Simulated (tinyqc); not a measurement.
Capacitance measurement on a leaky thin oxide: effects of series resistance and leakage: one step of the calculation.

The device is a capacitance C in parallel with a leakage conductance G, in series with Rs and Ls. An impedance meter reports either a parallel pair (Cp, Gp) from Y = 1/Z = Gp + i w Cp or a series pair (Cs, Rm) from Z = Rm + 1/(i w Cs); w = 2 pi f, dissipation D = Gp/(w |Cp|).

Problem. True capacitance and conductance. EOT = 3.9 tox/eox; CET = EOT + zc + zp; C = 3.9 eps0 A/CET; G = Jg A/Vs.

Parameters, values chosen for the exercise; values of the order met in thin-oxide MOS capacitors:

| symbol | value | unit | meaning |
|---|---|---|---|
| eox | 3.9 |  | relative permittivity of the gate insulator (close to silicon dioxide) |
| tox | 3.9 | nm | insulator thickness |
| A | 400 | um^2 | gate area |
| zc | 0.33 | nm | oxide-equivalent thickness added by the accumulation layer |
| zp | 0 | nm | oxide-equivalent thickness added by gate depletion |
| Jg | 0.00087 | A/cm^2 | gate leakage current density, not matched to the thickness |
| Vs | 0.27 | V | voltage for an e-fold rise of the leakage |

Constants: eps0 = 8.8541878128e-14 F/cm where lengths are in cm. Results are converted to the units shown.

Wanted: EOT; CET; C; G.

Solution.

EOT = 3.9000 nm
CET = 4.2300 nm
C = 3.2654 pF
G = 0.012889 uS

Computed by the program tinyqc: `OMP_NUM_THREADS=1 python tinyqc.py 2022119 2022120 out.jsonl`, one thread of a shared Intel Xeon 2.30GHz, about 0.01 s for the whole run.
